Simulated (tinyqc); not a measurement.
Thermionic-field emission through a Schottky barrier, WKB: two steps of the calculation.

Metal on an n-type semiconductor with one parabolic valley; V > 0 is forward bias (metal positive). Energies E are counted from the conduction edge of the neutral semiconductor, whose Fermi level lies at -xi; that of the metal lies at -xi - V. The barrier is a parabola of height Vd = phi - xi - V (depletion approximation, no image force).

Parameters, values chosen for the exercise; band and dielectric values those of a made-up semiconductor:
```
symbol,value,unit,meaning
T,250,K,temperature
me,0.0801,m0,electron mass
eps_r,16,,relative permittivity
phi,0.6,eV,barrier height seen from the metal
Nd,1e18,cm^-3,donor density
V,0.091,V,bias
nE,13,,points of the energy grid
Eb,0.67,eV,upper end of the energy grid
```

Constants: q = 1.602176634e-19 C, kB = 1.380649e-23 J/K, hbar = 1.054571817e-34 J s, h = 6.62607015e-34 J s, m0 = 9.1093837015e-31 kg, Vt = kB T/q, eps0 = 8.8541878128e-14 F/cm where lengths are in cm. Results are converted to the units shown.

Task 1. Fermi level, barrier and E00. Nc = 2 (2 pi me m0 kB T/h^2)^1.5 (times 1e-6 for cm^-3); Nd = Nc F12(-xi/Vt), F12(x) = (2/sqrt(pi)) int_0^infinity sqrt(u)/(1 + exp(u - x)) du; E00 = (hbar/2) sqrt(Nd/(me m0 eps0 eps_r)) in SI units (volts). W = sqrt(2 eps0 eps_r Vd/(q Nd)).

Wanted: Nc; xi; Vd; W; E00; E00/Vt.

Result 1.

Nc = 4.328e17 cm^-3
xi = -0.03511 eV
Vd = 0.5441 V
W = 31.02 nm
E00 = 16.40 meV
E00/Vt = 0.7613

By a common rule of thumb, E00/Vt below 0.5 marks thermionic emission, 0.5 to 5 thermionic-field emission and above 5 field emission. By that rule alone: thermionic-field emission; with a high barrier, tunnelling near its top can carry most of the current even below 0.5.

Task 2. Current density on a coarse grid. For E < Vd, ln T(E) = -(Vd/E00) [sqrt(1 - y) - y ln((1 + sqrt(1 - y))/sqrt(y))], y = E/Vd; T(E) = 1 above. J = A* T (q/kB) int_0^infinity T(E) N(E) dE, N = ln[(1 + exp((-xi - E)/Vt))/(1 + exp((-xi - V - E)/Vt))], A* = 4 pi q me m0 kB^2/h^3 (times 1e-4 for A/(cm^2 K^2)). Simpson's rule on nE equally spaced points from 0 to Eb.

xi = -0.035111709 eV
Vd = 0.54411171 V
E00 = 16.400272 meV

Find: E; T(E); N; T(E) N; J.

Result 2.

```
point  E (eV)       T(E)          N     T(E) N
0      0.0000  3.903e-15      1.737  6.779e-15
1      0.0558  1.045e-11     0.3181  3.324e-12
2      0.1117   2.404e-9    0.02780  6.683e-11
3      0.1675   2.045e-7   0.002110  4.316e-10
4      0.2233   8.701e-6   1.582e-4   1.376e-9
5      0.2792   2.116e-4   1.185e-5   2.507e-9
6      0.3350   0.003150   8.874e-7   2.795e-9
7      0.3908    0.02960   6.646e-8   1.967e-9
8      0.4467     0.1753   4.978e-9  8.724e-10
9      0.5025     0.6218  3.728e-10  2.318e-10
10     0.5583      1.000  2.792e-11  2.792e-11
11     0.6142      1.000  2.091e-12  2.091e-12
12     0.6700      1.000  1.566e-13  1.566e-13
```

J = 0.01603 A/cm^2

The integrand peaks at E = 0.335 eV among these points, 0.62 of the barrier height.

Range of the model: The depletion approximation, a parabolic band and the neglect of image-force lowering make these currents estimates at high doping.

Numbers from tinyqc (`OMP_NUM_THREADS=1 python tinyqc.py 2640053 2640054 out.jsonl`; about 0.02 s on one thread of a shared Intel Xeon 2.30GHz).
